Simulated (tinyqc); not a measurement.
Ellipsoidal valleys in the axes of a wafer and a channel: one step. Masses of all valleys.

Valleys with axes a along x, y and z, two valleys each; inverse mass tensor w = 1/mt + (1/ml - 1/mt) a a. Device axes: z = nz/|nz|, x = nx/|nx|, y = z cross x; in them a = (ax, ay, az). Confinement mass mz = 1/w_zz. In the plane w_ij is replaced by u_ij = w_ij - w_iz w_jz/w_zz (i, j = x, y); density-of-states mass md = 1/sqrt(det u); conductivity mass along x mc = 1/u_xx; ballistic transport mass mx = u_yy/det u, width mass my = 1/u_yy.

Inputs chosen for the exercise (near those of the Delta valleys of Si; the results hold for these values, not for the real material): ml = 0.895 m0 (longitudinal mass); mt = 0.191 m0 (transverse mass); nz = (0, 0, 1) (surface normal (confinement)); nx = (1, 0, 0) (channel direction).

Problem. Give mz, md, mc, mx and my.

Give: Masses (m0).

Solution.

Masses (m0):
```
valley      mz      md      mc      mx      my
x       0.1910  0.4135  0.8950  0.8950  0.1910
y       0.1910  0.4135  0.1910  0.1910  0.8950
z       0.8950  0.1910  0.1910  0.1910  0.1910
```

mz md^2 = ml mt^2 = 0.03265 for every valley, so a heavy confinement mass comes with a small density of states. The heaviest mz is 0.895, for z.

Program tinyqc; command `OMP_NUM_THREADS=1 python tinyqc.py 1881176 1881177 out.jsonl`; about 0.01 s on one thread of a shared Intel(R) Xeon(R) Processor @ 2.30GHz.
